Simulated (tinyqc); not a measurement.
Anneal temperature at a frozen profile: sheet resistance of a shallow doped layer with concentration-dependent mobility and limited activation. Computed by tinyqc, a small Python program. Command: `OMP_NUM_THREADS=1 python tinyqc.py 3031153 3031154 out.jsonl irvin sweep`. One thread of a shared host (Intel(R) Xeon(R) Processor @ 2.30GHz), about 0.02 s of CPU time with the checks.

A layer of one dopant lies in a background of the opposite type. Current flows parallel to the surface down to the junction; depletion is ignored.

Inputs (values chosen for the exercise, modelled on boron in silicon):
```
quantity                          value        unit
surface concentration C_s       2.3e+19      1/cm^3
length l                              4          nm
background C_B                  1.4e+17      1/cm^3
mobility floor mu_min              49.8  cm^2/(V s)
mobility mu_max                     482  cm^2/(V s)
reference density N_r          1.59e+17      1/cm^3
exponent alpha                    0.703           -
prefactor of the active limit   9.9e+22      1/cm^3
energy of the active limit        0.743          eV
```

Profile: erfc.

Constants: k_B = 8.617333262e-05 eV/K; e = 1.602176634e-19 C.

Method:
- C(x) = C_s erfc(x/l).
- Temperatures in kelvin are T(C) + 273.15.
- Active limit C_a = prefactor x exp(-energy/(k_B T)); the junction lies where C = C_B, and the profile exceeds C_a down to x_a (zero if C_s is below C_a). Slope at the junction in nm per decade = ln(10) C/|dC/dx|.
- Active density N = min(C, C_a); carriers n = N - C_B; mobility mu = mu_min + (mu_max - mu_min)/(1 + ((N + C_B)/N_r)^alpha).
- Integrals from 0 to x_j, where C = C_B (Gauss-Legendre, 60 points on each smooth piece; 1 nm = 1e-7 cm): dose int C dx, carriers int n dx, mean mobility int n mu dx/int n dx, R_s = 1/(e int n mu dx).

One run for each value:
```
anneal temperature T (C)  sheet resistance R_s (ohm/square)  carriers per dopant atom  active limit C_a (1/cm^3)
650                                                   22807                   0.65642                 8.6967e+18
700                                                   18741                   0.85740                 1.4053e+19
800                                                   16975                   0.97903                 3.2087e+19
850                                                   16975                   0.97903                 4.5884e+19
900                                                   16975                   0.97903                 6.3644e+19
950                                                   16975                   0.97903                 8.5947e+19
1000                                                  16975                   0.97903                 1.1336e+20
1050                                                  16975                   0.97903                 1.4642e+20
1100                                                  16975                   0.97903                 1.8563e+20
1150                                                  16975                   0.97903                 2.3145e+20
```

Over the rows, sheet resistance R_s (ohm/square) falls from 22800 to 17000, flat over part of the range; carriers per dopant atom rises from 0.656 to 0.979, flat over part of the range; active limit C_a (1/cm^3) rises from 8.70e18 to 2.31e20. A hotter anneal raises the active limit; once it passes C_s nothing more is gained.

Caution (all rows): the profile is steeper than the Debye length near the junction, so carriers spill over and deplete, and local neutrality can misjudge R_s by tens of per cent.
